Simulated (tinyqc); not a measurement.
Internal photoemission over an interface barrier: one step of the calculation.

Electrons are excited from the valence band of a semiconductor over the barrier Phi(F) = P0 - sqrt(q F/(4 pi eps0 ei)), whose top lies at xm = sqrt(q/(16 pi eps0 ei F)). The yield is Y = A (hv - Phi)^p exp(-xm/l), with A = 1 here.

Task. Barrier in the field. Lowering P0 - Phi, barrier, position of its top, scattering factor and threshold wavelength.

Inputs (values chosen for the exercise); dielectric values close to those of aluminium oxide: barrier at zero field P0 = 4.09 eV; image-force permittivity ei = 3.17; scattering length in the image well l = 3.7 nm; field in the dielectric F = 2.7 MV/cm.

Constants: q = 1.602176634e-19 C, h = 6.62607015e-34 J s, c = 299792458 m/s, eps0 = 8.8541878128e-14 F/cm where lengths are in cm. Results are converted to the units shown.

Give: lowering; Phi; xm; exp(-xm/l); threshold wavelength h c/(q Phi).

Result.

lowering = 350.2 meV
Phi = 3.740 eV
xm = 0.6485 nm
exp(-xm/l) = 0.8392
threshold wavelength h c/(q Phi) = 331.5 nm

tinyqc, about 0.01 s, one thread, Intel Xeon 2.30GHz (shared host): `OMP_NUM_THREADS=1 python tinyqc.py 2410122 2410123 out.jsonl`
